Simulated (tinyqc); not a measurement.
# Metal-interlayer-semiconductor contact, depinning against tunnelling resistance: what changes with what

Zero bias, n-type semiconductor. Gap states at the semiconductor surface thin out as exp(-be ti), which unpins the barrier; electrons must then cross the interlayer (a rectangular barrier, no voltage drop across it) and the parabolic depleted layer, both by WKB. Energies E are counted from the Fermi level; no image force, parabolic bands.

Values chosen for this exercise; semiconductor values close to those of gallium arsenide; interlayer mass of the order of that in titanium dioxide, offset chosen freely: temperature T = 300 K; band gap Eg = 1.38 eV; relative permittivity eps_r = 13; electron affinity chi = 3.97 eV; conduction-band density of states at T Nc = 4.4e17 cm^-3; tunnelling mass in the semiconductor mt = 0.0687 m0; Richardson mass mA = 0.0654 m0; donor density Nd = 2.2e19 cm^-3; charge-neutrality level above the valence band E0 = 0.51 eV; pinning factor without interlayer S0 = 0.1; metal work function phiM = 4.5 eV; interlayer thickness ti = 0.8 nm; conduction-band offset of the interlayer above the semiconductor dE = 0.13 eV; tunnelling mass in the interlayer mi = 0.3 m0; decay constant of gap states through the interlayer be = 4 1/nm.

Constants: q = 1.602176634e-19 C, kB = 1.380649e-23 J/K, eps0 = 8.8541878128e-12 F/m, hbar = 1.054571817e-34 J s, h = 6.62607015e-34 J s, m0 = 9.1093837015e-31 kg, Vt = kB T/q, hbar^2/(2 m0) = 0.0380998212 eV nm^2. Results are converted to the units shown.

Each table varies one quantity; the others keep the values above.

## Contact resistivity against the interlayer thickness

S = 1/(1 + (1/S0 - 1) exp(-be ti)); phiB = S (phiM - chi) + (1 - S)(Eg - E0); xi = Ec - EF deep inside, from Nd = Nc F(-xi/Vt), F(x) = (2/sqrt(pi)) int_0^infinity sqrt(u) du/(1 + exp(u - x)); band bending U = phiB - xi; E00 = (hbar/2) sqrt(Nd/(eps0 eps_r mt m0)) in volts; A = 4 pi q mA m0 kB^2/h^3. With U = phiB - xi: for xi < E < phiB, y = (E - xi)/U and G1 = (U/E00) [sqrt(1 - y) - y ln((1 + sqrt(1 - y))/sqrt(y))], G1 = 0 above phiB; G2 = 2 ti sqrt(mi max(phiB + dE - E, 0)/C), C = hbar^2/(2 m0); f = 1/(1 + exp(E/Vt)); 1/rho_c = (A T^2/Vt^2) times the integral of exp(-G1 - G2) f over E from xi upwards. Shares under 0.001 % are printed as 0; rows without band bending are left out.

The same in every row: E00/Vt = 3.56.

Contact resistivity against the interlayer thickness:
```
ti (nm)      S  phiB (eV)  rho_c (ohm cm^2)  rho_c with G2 = 0 (ohm cm^2)  peak of the integrand (eV)  share above phiB (%)
0        0.100      0.836           3.89e-6                       3.89e-6                     -0.0186                     0
0.3      0.269      0.778           1.19e-5                       2.32e-6                     -0.0169                     0
0.6      0.551      0.683           2.21e-5                       9.92e-7                     -0.0158                     0
0.9      0.803      0.597           3.89e-5                       4.71e-7                     -0.0143                     0
1.2      0.931      0.553           9.77e-5                       3.24e-7                     -0.0122                     0
1.5      0.978      0.537           3.24e-4                       2.83e-7                    -0.00959                     0
1.8      0.993      0.532           0.00121                       2.71e-7                    -0.00692                     0
2.1      0.998      0.531           0.00469                       2.67e-7                    -0.00424                     0
2.4      0.999      0.530            0.0183                       2.66e-7                    -0.00155               0.00149
```

What does the comparison show?

As ti goes from 0 to 2.4, phiB falls from 0.836 to 0.530 eV and rho_c rises from 3.89e-6 to 0.0183 ohm cm^2. No thickness listed beats the bare contact: tunnelling through the layer costs more than the change of the barrier gains. The ratio of rho_c to its value with G2 = 0 runs from 1.00 to 69000.

## Contact resistivity against the metal work function

Same model as above.

The same in every row: S = 0.732; E00/Vt = 3.56.

Results:
```
phiM (eV)  phiB (eV)  rho_c (ohm cm^2)  rho_c with G2 = 0 (ohm cm^2)  peak of the integrand (eV)  share above phiB (%)
3.87           0.160           2.12e-7                       1.49e-8                     -0.0242                 0.290
4.07           0.307           9.95e-7                       4.34e-8                     -0.0203               0.00473
4.47           0.599           2.45e-5                       4.80e-7                     -0.0152                     0
4.67           0.746           1.25e-4                       1.73e-6                     -0.0133                     0
4.87           0.892           6.45e-4                       6.46e-6                     -0.0116                     0
5.07            1.04           0.00336                       2.49e-5                     -0.0102                     0
```

Estimate the missing row, phiM = 4.27 eV.

Computed row:
```
phiM (eV)  phiB (eV)  rho_c (ohm cm^2)  rho_c with G2 = 0 (ohm cm^2)  peak of the integrand (eV)  share above phiB (%)
4.27           0.453           4.87e-6                       1.40e-7                     -0.0175                     0
```

With this row back in the table: As phiM goes from 3.87 to 5.07, phiB rises from 0.160 to 1.04 eV and rho_c rises from 2.12e-7 to 0.00336 ohm cm^2. The ratio of rho_c to its value with G2 = 0 runs from 14.2 to 135.

Computed by the program tinyqc: `OMP_NUM_THREADS=1 python tinyqc.py 2270033 2270034 out.jsonl`, one thread of a shared Intel Xeon 2.30GHz, about 0.02 s for the whole run.
